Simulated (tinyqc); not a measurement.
What moves the results: exchange-split free-electron bands and tunnelling magnetoresistance. A value that a table varies takes the place of the one given here.

Majority and minority bands E = c k^2/m -/+ Dx/2, c = hbar^2/2m0, so k_up = sqrt(m (EF + Dx/2)/c), k_dn = sqrt(m (EF - Dx/2)/c); n_s = k_s^3/(6 pi^2), D_s = m k_s/(4 pi^2 c).

Barrier: kappa = sqrt(mb phi/c), c = hbar^2/2m0. With a = k1/m, b = k2/m, w = kappa/mb, the transmission at normal incidence is T(k1, k2) = 4 a b w^2/[w^2 (a + b)^2 + (w^2 + a^2)(w^2 + b^2) sinh^2(kappa d)]. Parallel: G_P = T(up, up) + T(dn, dn); antiparallel: G_AP = 2 T(up, dn); TMR = (G_P - G_AP)/G_AP. Julliere: TMR = 2 P^2/(1 - P^2). Slonczewski factor: P_eff = P_k (w^2 - a_up a_dn)/(w^2 + a_up a_dn), P_k = (k_up - k_dn)/(k_up + k_dn).

Constants: hbar^2/2m0 = 3.80998211 eV angstrom^2.

Inputs chosen for the exercise: EF = 3.89 eV (Fermi energy above the mean band bottom); Dx = 5.19 eV (exchange splitting); m = 1.14 m0 (mass in the electrodes); mb = 0.31 m0 (mass in the barrier); d = 14 angstrom (barrier thickness); phi = 0.51 eV (barrier height above EF).

## Barrier height

Results:
```
phi (eV)  w (1/angstrom)    P_eff  TMR (%)       G_P
0.20               0.412  -0.2275     9.98     0.141
0.40               0.582  -0.1249     3.33    0.0406
0.70               0.770  -0.0226     0.17   0.00853
1.0                0.920   0.0453     0.43   0.00230
1.5                1.127   0.1190     2.87  0.000363
2.0                1.301   0.1662     5.68  7.49e-05
3.0                1.594   0.2232    10.49  5.14e-06
4.0                1.840   0.2565    14.08  5.30e-07
6.0                2.254   0.2935    18.86  1.16e-08
10                 2.910   0.3264    23.86  2.76e-11
```

P_eff vanishes where w^2 = a_up a_dn, at phi = 0.79 eV, inside the table; the lowest TMR listed is 0.17 % at 0.7 eV. TMR is 10.0 % at the lowest barrier and 23.9 % at the highest, against 34.2 % for Julliere with P_k; P_eff tends to +P_k for very high barriers and to -P_k for very low ones. G_P falls by 9.7 decades.

## Barrier thickness

Results:
```
d (angstrom)  kappa d      G_P     G_AP  TMR (%)
1               0.204     1.90     1.64    16.21
2               0.407     1.65     1.44    13.93
3               0.611     1.32     1.19    11.14
4               0.815    0.997    0.919     8.54
6               1.222    0.511    0.488     4.87
8               1.630    0.242    0.235     2.97
10              2.037    0.110    0.108     2.08
13              2.648   0.0331   0.0326     1.57
16              3.259  0.00979  0.00966     1.41
20              4.074  0.00192  0.00190     1.36
```

For thick barriers each angstrom costs a factor exp(2 kappa) = 1.50 in both conductances, and TMR settles at 1.36 % (the interface factor, which vanishes at (kappa/mb)^2 = k_up k_dn/m^2, reduces it below the value from the polarisation of k alone); it is within 0.1 point of that from d = 16 angstrom on. At 1 angstrom it is 16.21 %, where the barrier is thin and the mismatch of k_up and k_dn starts to rule, as it does fully for d -> 0.

## Exchange splitting

Dx takes the listed multiples of 2 EF.

Results:
```
Dx/(2 EF)    k_up    k_dn     P_k    P_eff  TMR (%)
0.10       1.1315  1.0235  0.0501  -0.0174     0.06
0.20       1.1818  0.9650  0.1010  -0.0344     0.24
0.35       1.2535  0.8698  0.1807  -0.0579     0.69
0.50       1.3213  0.7629  0.2679  -0.0763     1.22
0.65       1.3858  0.6383  0.3693  -0.0826     1.50
0.80       1.4474  0.4825  0.5000  -0.0545     0.91
0.90       1.4871  0.3412  0.6268   0.0316     0.72
0.97       1.5143  0.1869  0.7803   0.2572    14.82
```

P_k rises from 0.050 to 0.780, and TMR goes from 0.06 % to 14.8 %, not steadily: its largest value is 14.82 % at 0.97 and its smallest 0.06 % at 0.1; P_eff changes sign along the table. At Dx = 2 EF the minority band is empty (a half metal) and G_AP vanishes.

## What moves the magnetoresistance

All results formed anew. Each row changes one parameter from the base and keeps the others.

Results:
```
case                P_k    P_eff  TMR (%)      G_P
base             0.3823  -0.0819     1.49   0.0221
Dx = 5.45 eV     0.4088  -0.0791     1.44   0.0217
EF = 4.279 eV    0.3378  -0.0977     2.01   0.0222
phi = 0.663 eV   0.3823  -0.0329     0.30   0.0102
mb = 0.248 m0    0.3823  -0.0404     0.66   0.0410
d = 16 angstrom  0.3823  -0.0819     1.41  0.00979
m = 1.368 m0     0.3823  -0.0481     0.64   0.0225
```

The largest shifts from the base row, up to three for each result and ties (the steps differ in size, so this ranks the rows, not the parameters). P_k: EF -0.0445, Dx +0.0265; unchanged at the printed digits by phi, mb, d and m. P_eff: phi +0.0489, mb +0.0415, m +0.0338; unchanged at the printed digits by d. TMR (%): phi -1.19, m -0.85, mb -0.84. G_P: mb +0.0189, d -0.0123, phi -0.0119.

Program tinyqc; command `OMP_NUM_THREADS=1 python tinyqc.py 1681679 1681680 out.jsonl`; about 0.01 s on one thread of a shared Intel(R) Xeon(R) Processor @ 2.30GHz.
